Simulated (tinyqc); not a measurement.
Metal-induced gap states at the contact of a metal chain and a two-band chain: sweeps and comparisons. A value that a table varies takes the place of the one given here.

The semiconductor alternates sites A at -Eg/2 and C at +Eg/2 with hopping -t; the gap runs from -Eg/2 to Eg/2. In the gap cosh(q a) = 1 + (Eg^2/4 - E^2)/(2 t^2) and the amplitude changes by -exp(-q a) a period. The metal has site energy 0 and hopping -tm; its end site has g_m = (E - i sqrt(4 tm^2 - E^2))/(2 tm^2). Sites 1, 2, ... count into the semiconductor, with energies e1, e2 alternating. The clean half chain has g1 = 1/(E - e1 - t^2 g2), g2 = 1/(E - e2 - t^2 g1), decaying root. With the contact G11 = 1/(1/g1 - tc^2 g_m), and the density on site j is -Im G_jj/pi = |psi_j/psi_1|^2 (-Im G11/pi), per spin, with psi_2/psi_1 = -t g2, psi_3/psi_2 = -t g1.

Constants: e^2/(4 pi eps0) = 14.39964547 eV angstrom.

Values chosen for the exercise (gap and optical dielectric constant near those of Si; the chain itself is a model; not measured data): Eg = 1.16 eV (gap); t = 2.83 eV (hopping in the semiconductor); tm = 2.5 eV (hopping in the metal); tc = 2.42 eV (hopping across the contact); end = A (site that touches the metal); a = 3.84 angstrom (period (two sites); one chain for each area a^2); eps = 12.1 (dielectric constant); E = 0.31 eV (energy from mid-gap).

## Across the gap

E = f Eg. Share on C: the part of the summed density that lies on C sites, whose orbitals make the conduction edge.

Gap states:

| f | E (eV) | xi = 1/(2q) (angstrom) | D1 (1/eV) | D2 (1/eV) | sum (1/eV) | share on C |
|---|---|---|---|---|---|---|
| -0.48 | -0.557 | 33.46 | 0.1261 | 0.0024 | 1.1853 | 0.019 |
| -0.40 | -0.464 | 15.62 | 0.1071 | 0.0105 | 0.5400 | 0.089 |
| -0.30 | -0.348 | 11.72 | 0.0891 | 0.0189 | 0.3868 | 0.175 |
| -0.15 | -0.174 | 9.84 | 0.0671 | 0.0297 | 0.2997 | 0.307 |
| 0.00 | 0.000 | 9.38 | 0.0487 | 0.0397 | 0.2632 | 0.449 |
| 0.15 | 0.174 | 9.84 | 0.0326 | 0.0498 | 0.2548 | 0.604 |
| 0.30 | 0.348 | 11.72 | 0.0180 | 0.0613 | 0.2840 | 0.773 |
| 0.40 | 0.464 | 15.62 | 0.0089 | 0.0711 | 0.3675 | 0.888 |
| 0.48 | 0.557 | 33.46 | 0.0018 | 0.0835 | 0.7871 | 0.979 |

The decay length xi of the density is shortest at mid-gap, 9.38 angstrom, and grows to 33.5 near the edges. The summed density is least at f = 0.15 (0.2548) and largest at f = -0.48 (1.1853 1/eV). The share on C goes from 0.02 to 0.98 and passes one half near f = +0.049, a point that depends on which site ends the chain. The states turn from valence-like to conduction-like across the gap; the branch point, where the decay is fastest, lies at mid-gap in this symmetric chain and is the usual estimate of the neutrality level.

## Wider gaps pin less

E = 0; Eg is varied and eps follows 1 + (eps0 - 1)(Eg0/Eg), with the given Eg and eps as Eg0 and eps0. xi = 1/(2q), N = 2 (summed density)/a^2, S = 1/(1 + 4 pi e^2 N xi/eps).

Against the gap:

| Eg (eV) | eps | xi (angstrom) | summed density (1/eV) | S | S at fixed eps |
|---|---|---|---|---|---|
| 0.50 | 26.75 | 21.74 | 0.6197 | 0.075 | 0.035 |
| 0.75 | 18.17 | 14.50 | 0.4110 | 0.110 | 0.076 |
| 1.10 | 12.71 | 9.89 | 0.2779 | 0.158 | 0.152 |
| 1.50 | 9.58 | 7.27 | 0.2017 | 0.210 | 0.252 |
| 2.30 | 6.60 | 4.76 | 0.1285 | 0.306 | 0.447 |
| 3.40 | 4.79 | 3.24 | 0.0836 | 0.418 | 0.645 |
| 5.50 | 3.34 | 2.05 | 0.0473 | 0.584 | 0.836 |
| 9.00 | 2.43 | 1.32 | 0.0244 | 0.755 | 0.939 |

From Eg = 0.5 to 9 eV xi falls by a factor 16.5 and the summed density by 25.4, so at fixed eps S rises from 0.04 to 0.94. The weaker screening of wide-gap solids works against this: with it S goes from 0.07 to 0.76.

## Weakening the contact bond

At the given E, tc is varied, as by a thin spacer. xi = 1/(2q), N = 2 (summed density)/a^2, S = 1/(1 + 4 pi e^2 N xi/eps) with xi and eps kept.

Against tc:

| tc (eV) | D1 (1/eV) | summed density (1/eV) | S |
|---|---|---|---|
| 0.10 | 0.00004 | 0.00052 | 0.9884 |
| 0.25 | 0.00025 | 0.00327 | 0.9315 |
| 0.50 | 0.00101 | 0.01308 | 0.7725 |
| 0.80 | 0.00260 | 0.03354 | 0.5698 |
| 1.20 | 0.00584 | 0.07537 | 0.3708 |
| 1.80 | 0.01280 | 0.16511 | 0.2120 |
| 2.50 | 0.02212 | 0.28537 | 0.1347 |
| 3.50 | 0.02994 | 0.38620 | 0.1032 |

For a weak bond the density goes as tc^2 (ratio 6.25 between 0.25 and 0.1 eV, against 6.25). It is largest at tc = 3.5 eV among these rows, the end of the table; the peak may lie just before or beyond it. S is 0.988 at 0.1 eV and has its least value, 0.103, in that row.

## What each parameter does

xi = 1/(2q), summed density, and S = 1/(1 + 4 pi e^2 N xi/eps), N = 2 (summed density)/a^2. Each row changes one parameter from the base and keeps the others.

Results:

| case | xi (angstrom) | summed density (1/eV) | S |
|---|---|---|---|
| base | 11.098 | 0.27235 | 0.1402 |
| Eg = 1.276 eV | 9.760 | 0.24031 | 0.1737 |
| t = 3.113 eV | 12.205 | 0.25604 | 0.1363 |
| tm = 2.75 eV | 11.098 | 0.25247 | 0.1496 |
| tc = 2.662 eV | 11.098 | 0.31014 | 0.1253 |
| eps = 13.31 | 11.098 | 0.27235 | 0.1521 |
| end = C | 11.098 | 0.36007 | 0.1098 |

The largest shifts from the base row, up to three for each result and ties (the steps differ in size, so this ranks the rows, not the parameters). xi (angstrom): Eg -1.338, t +1.107; unchanged at the printed digits by tm, tc, eps and end. summed density (1/eV): end +0.08772, tc +0.03779, Eg -0.03205; unchanged at the printed digits by eps. S: Eg +0.0335, end -0.0304, tc -0.0149. The decay length belongs to the semiconductor alone; the metal and the contact set only the amplitude.

(tinyqc, `OMP_NUM_THREADS=1 python tinyqc.py 1481169 1481170 out.jsonl`, Intel(R) Xeon(R) Processor @ 2.30GHz, 1 thread, shared host, about 0.01 s.)
